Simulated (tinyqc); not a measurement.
Haynes-Shockley experiment: drift, diffusion and decay of a minority-carrier pulse. From width at half maximum back to temperature T. Computed by tinyqc, a small Python program. Command: `OMP_NUM_THREADS=1 python tinyqc.py 3110190 3110191 out.jsonl haynes inv`. One thread of a shared host (Intel(R) Xeon(R) Processor @ 2.30GHz), about 0.03 s of CPU time with the checks.

A thin sheet of excess carriers is made at x = 0, t = 0 in a long uniform bar; injection is low, so the pulse moves with the minority mobility.

Inputs (values chosen for the exercise, modelled on electrons in p-type silicon in a lightly doped bar):
```
quantity,value,unit
minority mobility mu,1380,cm^2/(V s)
lifetime tau,26,microsecond
field F,20,V/cm
distance d to the collector,1.1,cm
injected sheet density N0,1.1e+09,1/cm^2
```

Constants: k_B = 8.617333262e-05 eV/K.

Method:
- D = mu k_B T/e, v = mu F.
- Transit time d/v, diffusion length sqrt(D tau), drift length v tau, Peclet number v d/D = e F d/(k_B T).
- dn(x, t) = N0/sqrt(4 pi D t) exp(-(x - v t)^2/(4 D t) - t/tau).
- At fixed x the signal peaks where d ln(dn)/dt = 0: a t^2 + t/2 - x^2/(4 D) = 0 with a = v^2/(4 D) + 1/tau.
- The full width at half maximum is found by solving dn(x, t) = peak/2 on both sides of the peak.

Task: A run gave the result below. Find the temperature T, known to lie between 230 and 330 K.

width at half maximum = 4.417922 microsecond

Result:

Each step takes the trial c = (a f_b - b f_a)/(f_b - f_a), f being the result less the target and a, b, c the logarithms of the listed values; c replaces end b, the old b replaces a if the sign of f changed, and otherwise f_a is halved.

Scan of the range:
```
temperature T (K),width at half maximum (microsecond)
230,3.96503
244,4.08275
259,4.20508
275,4.33161
293,4.46948
311,4.60303
330,4.73971
```

False position (Illinois rule, in the logarithm of the input) inside the bracket:
```
step,end a,end b,trial,width at half maximum (microsecond)
1,275.000,293.000,286.135,4.41743
2,293.000,286.135,286.200,4.41792
3,293.000,286.200,286.200,4.41792
4,286.200,286.200,286.200,4.41792
```

Width at half maximum rises at every point of a 13-point scan of the range (every second point is shown), so one value fits; it is bracketed by 275 and 293. Answer: temperature T = 286.2 K.
